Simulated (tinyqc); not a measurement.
A barrier in a uniform field, exact transmission by Airy functions: one step of the calculation.

The left lead has its band edge at 0, the barrier edge falls as U(x) = U0 - F x with F = V/d for 0 < x < d, and the right lead has its edge at -V. No transverse momentum; C = hbar^2/(2 m0); psi and psi'/m are continuous. M carries (psi, psi'/m) across the barrier.

Question. Transmission, exact and WKB. With M acting on (psi, psi'/m) and v = k/m in each lead, T(E) = 4 vL vR/[(vL vR M12 - M21)^2 + (vR M11 + vL M22)^2]. WKB: exp(-S), S = (4/(3 F)) sqrt(m1/C) [max(U0 - E, 0)^1.5 - max(U0 - F d - E, 0)^1.5].

Values chosen for this exercise; masses and offsets close to those of GaAs wells and AlGaAs barriers:

| symbol | value | unit | meaning |
|---|---|---|---|
| U0 | 0.25 | eV | barrier edge at x = 0 |
| m1 | 0.094 | m0 | mass in the barrier |
| E | 0.082 | eV | electron energy |
| d | 8.9 | nm | barrier width |
| V | 0.3 | V | voltage across the barrier |

Constants: q = 1.602176634e-19 C, hbar = 1.054571817e-34 J s, m0 = 9.1093837015e-31 kg, hbar^2/(2 m0) = 0.0380998212 eV nm^2. Results are converted to the units shown.

M (M12 in nm, M21 in 1/nm):
```
            1           2
1   6.5501400   1.0796948
2  -36.289303  -5.8290923
```

vL = 5.7104915 1/nm
vR = 12.325321 1/nm

Find: T(E); S; exp(-S); ratio T(E)/exp(-S).

Answer.

T(E) = 0.01895
S = 4.278
exp(-S) = 0.01387
ratio T(E)/exp(-S) = 1.367

Program tinyqc, `OMP_NUM_THREADS=1 python tinyqc.py 2580044 2580045 out.jsonl`; Intel Xeon 2.30GHz, shared host, one thread, about 0.01 s.
